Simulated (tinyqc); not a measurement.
Thermal displacements in the Debye model: Debye-Waller factors, bond-length spread and the Lindemann rule: one step, computed by the program tinyqc.

A Debye spectrum with three branches of one velocity, cut at k_B Theta; 2 atoms per cube, nearest neighbours at d = 0.866025 a.

Task: Recoil-free fraction. A nucleus of this mass is supposed to emit a gamma ray of the energy chosen: recoil energy E_R = E^2/(2 M c^2), wave number k_g = E/(hbar c), recoil-free fraction f = exp(-k_g^2 <u_x^2>).

Inputs (values chosen for the exercise, modelled on tungsten):
```
quantity,value,unit
atomic mass M,183.84,u
Debye temperature Theta,342,K
temperature T,450,K
gamma-ray energy E,14.4,keV
```

Structure: bcc.

<u_x^2> = 0.003094104 angstrom^2

Constants: e = 1.602176634e-19 C; u = 1.6605390666e-27 kg; c = 299792458 m/s; hbar = 6.582119569e-16 eV s; k_B = 8.617333262e-05 eV/K.

Give: recoil energy; k_g; recoil-free fraction f.

Result:

recoil energy = 0.60545 meV

k_g = 7.2975 1/angstrom

recoil-free fraction f = 0.84809
